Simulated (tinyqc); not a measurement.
Vacuum evaporation: vapour pressure, source flux, thickness distribution, purity and step coverage: one step, computed by the program tinyqc.

Molecular flow, unit sticking of the metal, no re-evaporation. The background gas is taken as water vapour (18.015 g/mol, collision diameter 0.37 nm) at 300 K.

Problem. Vapour pressure and flux. log10(p_v/Pa) = A - B/T; flux from the surface Phi = p_v/sqrt(2 pi m k_B T), m = M u. Mass loss = Phi x area x m; heat of evaporation = ln(10) R B; d ln Phi/dT = ln(10) B/T^2 - 1/(2 T).

Inputs (values chosen for the exercise, modelled on copper, with constants for the liquid):
```
quantity                    value   unit
molar mass M                63.55  g/mol
vapour-pressure constant A  10.87      -
vapour-pressure constant B  16480      K
source temperature T         1560      K
source area                   5.1   cm^2
```

Constants: u = 1.6605390666e-27 kg; k_B = 1.380649e-23 J/K; R = 8.314462618 J/(mol K).

Give: vapour pressure p_v; flux Phi; mass loss; heat of evaporation; change of flux per kelvin.

Solution.

vapour pressure p_v = 2.023 Pa

flux Phi = 1.692e+18 1/(cm^2 s)

mass loss = 3.279 g/h

heat of evaporation = 315.5 kJ/mol

change of flux per kelvin = 1.527 %/K

Holding the rate to 1 % needs the temperature to about 0.65 K.
